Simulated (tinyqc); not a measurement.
Exchange-only LDA atom on a uniform radial grid, spin-unpolarised, for B+, step by step. Computed by tinyqc, a small Python program that keeps every step. Settings: Z = 5, points = 256, R = 12.4, functional = Slater exchange alone, mixing = 0.6, iteration cap = 54. Command: `OMP_NUM_THREADS=1 python tinyqc.py 30562 30563 out.jsonl` (the two numbers bound the seeds that draw the settings). One thread of a shared host (Intel(R) Xeon(R) Processor @ 2.60GHz), about 0.4 s of CPU time with the checks. Later iterations appear only in the table of the cycle.

## Iteration 1

Spherical atom on a uniform radial grid r_j = j h with h = R/(N + 1), h sum u^2 = 1 and integrals as h times sums, u(0) = u(R) = 0 (atomic units):
```
parameter            value
Z                        5
points N               256
R                12.400000
h                 0.048249
mixing            0.600000
electrons in 1s          2
electrons in 2s          2
```

Three-point differences turn -u''/2 + [l(l+1)/2r^2 - Z/r + V] u = e u into a tridiagonal matrix (diagonal 1/h^2 + potential, off-diagonal -1/2h^2). D = sum f u^2; the Hartree potential y/r solves y'' = -D/r with y(0) = 0, y(R) = N_e; v_xc comes from rho = D/(4 pi r^2); E = sum f e - int D V + int D (V_H/2 + eps_xc); V(new) = V + mixing (V_H + v_xc - V).

eigenvalues (hartree): 1s -12.323235, 2s -3.113715

Every 16th grid point:
```
r              V in     u(1s)      u(2s)         D       V_H       v_xc
0.771984   0.000000  0.371927  -0.818266  1.615777  4.363697  -0.590621
1.543969   0.000000  0.016255  -0.737833  1.089323  2.544592  -0.326247
2.315953   0.000000  0.000533  -0.270590  0.146439  1.725192  -0.127542
3.087938   0.000000  0.000016  -0.073845  0.010906  1.295293  -0.044296
3.859922   0.000000  4.24e-07  -0.017331  0.000601  1.036288  -0.014524
4.631907   0.000000  1.11e-08  -0.003710  0.000028  0.863575  -0.004603
5.403891   0.000000  2.84e-10  -0.000746  1.11e-06  0.740207  -0.001426
6.175875   0.000000         0  -0.000144  4.12e-08  0.647681  -0.000435
6.947860   0.000000         0  -0.000027  1.43e-09  0.575717  -0.000131
7.719844   0.000000         0  -4.84e-06  4.68e-11  0.518145  -0.000039
8.491829   0.000000         0  -8.58e-07         0  0.471041   0.000000
9.263813   0.000000         0  -1.50e-07         0  0.431788   0.000000
10.035798  0.000000         0  -2.57e-08         0  0.398573   0.000000
10.807782  0.000000         0  -4.35e-09         0  0.370104   0.000000
11.579767  0.000000         0  -7.15e-10         0  0.345430   0.000000
12.351751  0.000000         0  -2.45e-11         0  0.323841   0.000000
```

total energy = -22.52983497 hartree

## Iteration 2

As before.

eigenvalues (hartree): 1s -8.476525, 2s -1.416397

Every 16th grid point:
```
r              V in     u(1s)      u(2s)         D       V_H       v_xc
0.771984   2.263846  0.445523  -0.566853  1.039627  4.062515  -0.509887
1.543969   1.331007  0.030630  -0.808035  1.307718  2.463230  -0.346736
2.315953   0.958590  0.001684  -0.471395  0.444432  1.713962  -0.184658
3.087938   0.750598  0.000085  -0.211014  0.089054  1.294105  -0.089199
3.859922   0.613058  4.09e-06  -0.083225  0.013853  1.036176  -0.041341
4.631907   0.515383  1.92e-07  -0.030496  0.001860  0.863565  -0.018747
5.403891   0.443269  8.85e-09  -0.010648  0.000227  0.740207  -0.008388
6.175875   0.388348  4.03e-10  -0.003592  0.000026  0.647681  -0.003719
6.947860   0.345352  1.81e-11  -0.001181  2.79e-06  0.575717  -0.001638
7.719844   0.310864         0  -0.000381  2.90e-07  0.518145  -0.000717
8.491829   0.282625         0  -0.000121  2.91e-08  0.471041  -0.000313
9.263813   0.259073         0  -0.000038  2.85e-09  0.431788  -0.000136
10.035798  0.239144         0  -0.000012  2.72e-10  0.398573  -0.000059
10.807782  0.222062         0  -3.55e-06  2.52e-11  0.370104  -0.000025
11.579767  0.207258         0  -1.00e-06         0  0.345430   0.000000
12.351751  0.194304         0  -4.57e-08         0  0.323841   0.000000
```

total energy = -23.32336233 hartree

## Convergence

Stop when input and output potentials agree to 1e-7.

Course of the cycle (hartree):
```
iteration             E       e(1s)      e(2s)  largest |V(out) - V(in)|
1          -22.52983497  -12.323235  -3.113715                  8.48e+00
2          -23.32336233   -8.476525  -1.416397                  2.47e+00
3          -23.42640674   -7.295646  -0.901262                  6.72e-01
4          -23.43659230   -6.955483  -0.740344                  1.78e-01
5          -23.43744597   -6.861447  -0.688972                  4.83e-02
6          -23.43751380   -6.835829  -0.672130                  1.35e-02
7          -23.43751930   -6.828837  -0.666439                  4.24e-03
8          -23.43751977   -6.826906  -0.664458                  1.47e-03
9          -23.43751982   -6.826363  -0.663750                  5.27e-04
10         -23.43751982   -6.826206  -0.663491                  1.92e-04
11         -23.43751982   -6.826159  -0.663395                  7.12e-05
12         -23.43751982   -6.826144  -0.663359                  2.67e-05
13         -23.43751982   -6.826140  -0.663345                  1.01e-05
14         -23.43751982   -6.826138  -0.663340                  3.86e-06
15         -23.43751982   -6.826137  -0.663338                  1.48e-06
16         -23.43751982   -6.826137  -0.663337                  5.77e-07
17         -23.43751982   -6.826137  -0.663336                  2.27e-07
18         -23.43751982   -6.826137  -0.663336                  8.95e-08
```

Converged in 18 iterations. A uniform grid resolves the cusp poorly: for a bare nucleus this grid gives 1s at -12.32323 against -Z^2/2 = -12.5 hartree. Before convergence this energy mixes input and output and is not variational, so it may rise towards its limit.
